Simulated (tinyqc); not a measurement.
What moves the results: band edges of strained Si(1-x)Ge(x) on relaxed Si(1-y)Ge(y). A value that a table varies takes the place of the one given here.

Values are linear in the Ge fraction but for ED(x) = linear - CD x (1 - x) and a(x) = linear - Ca x (1 - x). Energies are on the common scale of Ev.

Coherent growth on a (001) face: e_par = (a(y) - a(x))/a(x), e_perp = -2 (C12/C11) e_par; exx = eyy = e_par, ezz = e_perp, no shear.

A valley with unit axis u lies at Ev + gap + (av + a_valley) tr(e) + Xu (u.e.u - tr(e)/3); the Delta axes are x, y, z and the L axes [111], [1-1-1], [-11-1], [-1-11]. The second-order shift of the Delta valleys under shear is left out; it lowers the pair normal to the sheared plane by tens of meV at a shear of 1 %.

Valence edges: Ev plus the levels of the 6 x 6 matrix of X, Y, Z times spin with -Dso/3 + l exx + m (eyy + ezz) on the diagonal (cyclic), n exy off it, l = av + 2 b, m = av - b, n = sqrt(3) d. Spin-orbit term (Dso/3) L.sigma on X, Y, Z with (L_k)_ij = -i epsilon_kij: <X+|H|Y+> = -i Dso/3, <X+|H|Z-> = Dso/3, <Y+|H|Z-> = -i Dso/3, <Z+|H|X-> = -Dso/3, <Z+|H|Y-> = i Dso/3, <X-|H|Y-> = i Dso/3, and their conjugates; + and - are the spin along z.

Coherent growth: e_par = (a(y) - a(x))/a(x). (001): e_perp = -2 (C12/C11) e_par; exx = eyy = e_par, ezz = e_perp, no shear. (111): e_perp = -(2 C11 + 4 C12 - 4 C44)/(C11 + 2 C12 + 4 C44) e_par; exx = eyy = ezz = (2 e_par + e_perp)/3 and exy = eyz = ezx = (e_perp - e_par)/3. (110): e_perp = -(C11 + 3 C12 - 2 C44)/(C11 + C12 + 2 C44) e_par; exx = eyy = (e_par + e_perp)/2, ezz = e_par, exy = (e_perp - e_par)/2, eyz = ezx = 0.

Parameters, chosen for this exercise (end members near Si and Ge, in this order; not measured data): a = (5.437, 5.665) angstrom (lattice constant); Dso = (0.044, 0.287) eV (spin-orbit splitting); av = (2.46, 1.23) eV (valence hydrostatic potential); b = (-2.12, -2.58) eV (tetragonal shear potential); d = (-4.87, -5.25) eV (trigonal shear potential); C11 = (163.8, 128.4) GPa; C12 = (63.8, 48.7) GPa; C44 = (79.6, 67.2) GPa; Ev = (0, 0.68) eV (top of the unstrained valence band); ED = (1.133, 0.923) eV (gap to the Delta valleys); EL = (1.982, 0.747) eV (gap to the L valleys); aD = (1.72, 1.27) eV (hydrostatic potential of the Delta gap); aL = (-3.29, -2.96) eV (hydrostatic potential of the L gap); XuD = (8.97, 9.74) eV (uniaxial potential, Delta); XuL = (16, 15.52) eV (uniaxial potential, L); CD = 0.22 eV (bowing of the Delta gap); Ca = 0.025 angstrom (bowing of the lattice constant); face = 001 (growth face); y = 0.74 (Ge fraction of the relaxed buffer); x = 0.37 (Ge fraction of the layer).

## Composition of the layer

The buffer is kept. dEc = Ec(buffer) - Ec(layer), dEv = Ev(layer) - Ev(buffer); buffer edges Ev(y) and Ev(y) + min(ED, EL). The digit behind Delta or L counts whole valleys.

Results:
```
x     e_par (%)  lowest valleys  gap (eV)  next valleys above (meV)  valence splitting (meV)  dEc (eV)  dEv (eV)
0.19       2.27          Delta2     0.705                       368                      243     0.388    -0.158
0.31       1.79          Delta2     0.745                       293                      188     0.322    -0.131
0.42       1.34          Delta2     0.787                       221                      137     0.252    -0.104
0.54       0.85          Delta2     0.840                       141                       82     0.166    -0.071
0.65       0.38          Delta2     0.892                        64                       35     0.078    -0.035
0.77      -0.13          Delta4     0.917                        22                       11    -0.006     0.024
0.88      -0.60          Delta4     0.854                        37                       48    -0.030     0.112
1.00      -1.13              L4     0.737                        52                       82    -0.013     0.211
```

The gap is 0.705 eV in the first row and 0.737 eV in the last, with its largest listed value, 0.917 eV, at x = 0.77. The lowest valleys change: Delta2 to Delta4 between x = 0.65 and 0.77, Delta4 to L4 between x = 0.88 and 1.00. Per 0.1 of x the valence offset moves by +46 meV on average; the conduction offset lies between -30 and +388 meV, not monotonically. Electrons and holes sit on opposite sides in every row (type II). Offsets below about 30 meV are within the spread of parameter sets, so those rows do not settle the type. Strains above 2 % can be kept only in layers of a few nanometres.

## Composition of the buffer

The layer is kept. dEc = Ec(buffer) - Ec(layer), dEv = Ev(layer) - Ev(buffer); buffer edges Ev(y) and Ev(y) + min(ED, EL). The digit behind Delta or L counts whole valleys.

Results:
```
y     e_par (%)  lowest valleys  gap (eV)  next valleys above (meV)  valence splitting (meV)  dEc (eV)  dEv (eV)
0.00      -1.42          Delta4     0.841                       234                       63     0.017     0.274
0.13      -0.94          Delta4     0.897                       154                       52     0.006     0.178
0.26      -0.44          Delta4     0.954                        72                       30     0.000     0.082
0.39       0.08          Delta2     0.993                        13                        7     0.014    -0.008
0.53       0.65          Delta2     0.910                       107                       61     0.115    -0.058
0.66       1.20          Delta2     0.823                       197                      121     0.217    -0.096
0.79       1.77          Delta2     0.731                       290                      185     0.328    -0.129
0.92       2.35          Delta2     0.635                       385                      253     0.370    -0.159
```

The gap is 0.841 eV in the first row and 0.635 eV in the last, with its largest listed value, 0.993 eV, at y = 0.39: it peaks near the match y = x, since strain of either sign narrows it. The lowest valleys change: Delta4 to Delta2 between y = 0.26 and 0.39. Per 0.1 of y the valence offset moves by -47 meV on average; the conduction offset lies between +0 and +370 meV, not monotonically. Both carriers sit on one side for y = 0.00, 0.13 and 0.26, and on opposite sides elsewhere. Offsets below about 30 meV are within the spread of parameter sets, so those rows do not settle the type. Strains above 2 % can be kept only in layers of a few nanometres.

## The same layer on three faces

dEc = Ec(buffer) - Ec(layer), dEv = Ev(layer) - Ev(buffer); buffer edges Ev(y) and Ev(y) + min(ED, EL). The digit behind Delta or L counts whole valleys.

Results:
```
face   e_par (%)  lowest valleys  gap (eV)  next valleys above (meV)  valence splitting (meV)  dEc (eV)  dEv (eV)  Delta spread (meV)  L spread (meV)
(001)       1.55          Delta2     0.767                       254                      160     0.285    -0.116                 254               0
(111)       1.55          Delta6     0.944                       174                      161     0.095    -0.105                   0             308
(110)       1.55          Delta4     0.907                       107                      160     0.135    -0.107                 107             243
```

On (001) only the Delta valleys split (254 meV), on (111) only the L valleys (308 meV), on (110) both (107 and 243 meV). The lowest valleys are Delta2 on (001), Delta6 on (111) and Delta4 on (110); the smallest gap is 0.767 eV on (001) and the largest 0.944 eV on (111).

## What each parameter does

dEc = Ec(buffer) - Ec(layer), dEv = Ev(layer) - Ev(buffer); buffer edges Ev(y) and Ev(y) + min(ED, EL). Each row changes one parameter from the base and keeps the others.

Results:
```
case                     gap (eV)  valence splitting (meV)  dEc (eV)  dEv (eV)
base                       0.7672                    159.9    0.2845   -0.1165
x = 0.4                    0.7792                    146.0    0.2651   -0.1090
y = 0.77                   0.7457                    174.9    0.3106   -0.1239
CD = 0.27 eV               0.7556                    159.9    0.2866   -0.1165
XuL = (18.4, 17.848) eV    0.7672                    159.9    0.2845   -0.1165
Dso = (0.051, 0.33) eV     0.7697                    157.4    0.2845   -0.1189
Ev = (0, 0.782) eV         0.7672                    159.9    0.3223   -0.1542
d = (-5.6, -6.038) eV      0.7672                    159.9    0.2845   -0.1165
aD = (1.978, 1.46) eV      0.7716                    159.9    0.2801   -0.1165
```

The largest shifts from the base row, up to three for each result and ties (the steps differ in size, so this ranks the rows, not the parameters). gap (eV): y -0.0215, x +0.0120, CD -0.0117; unchanged at the printed digits by XuL, Ev and d. valence splitting (meV): y +15.0, x -13.9, Dso -2.5; unchanged at the printed digits by CD, XuL, Ev, d and aD. dEc (eV): Ev +0.0377, y +0.0261, x -0.0194; unchanged at the printed digits by XuL, Dso and d. dEv (eV): Ev -0.0377, x +0.0075, y -0.0075; unchanged at the printed digits by CD, XuL, d and aD. The lowest valleys of the layer are Delta2, so among the conduction-band potentials only those of that family reach the gap and dEc; the buffer is unstrained. A shift large enough to swap the lowest family would change that.

tinyqc: `OMP_NUM_THREADS=1 python tinyqc.py 1050924 1050925 out.jsonl`; about 0.01 s, one thread, shared Intel(R) Xeon(R) Processor @ 2.30GHz.
